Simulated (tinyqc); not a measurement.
Interband optics of a two-band s-p chain from momentum matrix elements, step by step. Values are carried at full precision from step to step, so a last printed digit may differ when a step is redone from the rounded ones.

H(k) = [[Es - 2 ts cos ka, 2i V sin ka], [-2i V sin ka, Ep_ + 2 tp cos ka]] in the basis s, p; the lower band is full, with two electrons a cell. The velocity operator times hbar is W = dH/dk (eV angstrom); intra-atomic dipoles are left out.

Constants: hbar^2/2m0 = 3.80998211 eV angstrom^2; e^2/(4 pi eps0) = 14.39964547 eV angstrom.

Parameters, chosen for this exercise:
```
symbol  value  unit        meaning
a       3.4    angstrom    period
Es      3.79   eV          upper orbital (s)
Ep_     -1.8   eV          lower orbital (p)
ts      0.32   eV          s-s hopping
tp      0.56   eV          p-p hopping
V       1.26   eV          s-p hopping
k       0.14   2 pi/a      wave vector
N       6                  k points
Ar      13.5   angstrom^2  cross-section per chain
eta     0.1    eV          Lorentzian half width
E       6.8    eV          photon energy
```

## Hamiltonian and velocity at one k

Form H and W = dH/dk.

H (eV), rows s, p and columns alike:
```
[[3.3820, 1.9417i],
 [-1.9417i, -1.0861]]
```

W (eV angstrom), rows s, p and columns alike:
```
[[1.6766, 5.4614i],
 [-5.4614i, -2.9341]]
```

## Matrix element between the bands

Diagonalise H, transform W, and form w = |W_cv|^2, the Kane-type energy w/c and the oscillator strength f = w/(c D), c = hbar^2/2m0, D = Ec - Ev.

Ev, Ec (eV): [-1.8120, 4.1079]

weights, rows s, p; columns v, c:
```
[[0.1226, 0.8774],
 [0.8774, 0.1226]]
```

slopes dEv/dk, dEc/dk (eV angstrom): [-5.951, 4.694]

w = 6.811 eV^2 angstrom^2
w/c = 1.788 eV
f = 0.302

## Transitions on the mesh

At each k_j = (j + 1/2)/N (2 pi/a) up to the zone edge give D = Ec - Ev, w = |<c|W|v>|^2 and f = w/(c D), c = hbar^2/2m0; the other half of the zone repeats the values.

Transitions:
```
k (2 pi/a)  D (eV)  w (eV^2 angstrom^2)      f
0.0833      4.7834               30.457  1.671
0.2500      7.5266                4.014  0.140
0.4167      7.5473               56.157  1.953
```

D runs from 4.783 to 7.547 eV on the mesh; f is largest at k = 0.4167.

## Dielectric function from the table

With w(k) = |<c|W|v>|^2 and D(k) = Ec - Ev, on the mesh k_j = (j + 1/2)/N (2 pi/a): eps(E) = 1 + (8 pi e2/(a Ar)) mean_j (w/D^2) [1/(D - E - i eta) + 1/(D + E + i eta)], e2 = e^2/(4 pi eps0); light polarised along the chains, no local fields.

Take the mean over the rows. Also eps(0) at eta = 0, and the effective electrons per cell n_eff = 2 mean(f).

eps(E) = 3.423+0.572i
eps(0) = 3.199
n_eff = 2.509

On a mesh of 2000 points the values are 3.490+0.687i, 4.164 and 2.827. n_eff need not equal the 2 electrons of the cell: a two-orbital basis with chosen hoppings does not obey the sum rule of free electrons. E lies within, or within 2 eta of, the range of transitions of the band (3.83 to 7.81 eV); their spacing on this mesh (up to 2.74 eV) exceeds eta, so eps(E) depends on where the few mesh points fall.

## Checks

- Curvature of the lower band against <v|d2H/dk2|v> - 2 w/D (eV angstrom^2): both 5.761.
- Zone mean of 2 w/D against the zone mean of <v|d2H/dk2|v>, the f-sum rule of a full band (eV angstrom^2): both 10.770.

Run: tinyqc, `OMP_NUM_THREADS=1 python tinyqc.py 1651233 1651234 out.jsonl`; Intel(R) Xeon(R) Processor @ 2.30GHz, one thread, shared host; about 0.01 s of CPU time with all checks.
